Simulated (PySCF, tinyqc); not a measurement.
Worked calculation: CIS and TDHF on RHF in the sto-3g basis, for H3-, spin multiplicity 1. The basis has no diffuse functions, so it cannot describe the extra electron: this is an exercise in the method, not the real anion. The lowest restricted solution is unstable here: a spin-polarised one lies 0.0808 hartree lower (PySCF). One step of it, computed by the program tinyqc.

Task: CIS singlet states. Diagonalise A (1 hartree = 27.211386 eV); each vector has its largest component positive (the first on a tie). The transition dipole is mu = sqrt2 sum c_ia <i|r|a>.

CIS matrix A, singlet (hartree):
```
           1>3        2>3
1>3   0.943349  -0.067594
2>3  -0.067594  -0.027838
```

dipole integrals <i|r|a> (bohr):
```
            x         y          z
1>3  0.000000  0.000000  -0.915161
2>3  0.000000  0.000000   0.327142
```

Give: singlet excitation energies; lowest vectors; oscillator strengths 2/3 w |mu|^2.

Result:

singlet excitation energies (eV): -0.885  25.797

lowest vectors:
```
     state 1  state 2
1>3    0.069    0.998
2>3    0.998   -0.069
```

oscillator strengths 2/3 w |mu|^2: -0.003  1.106

A negative triplet energy shows that the restricted solution is unstable towards a spin-polarised one.
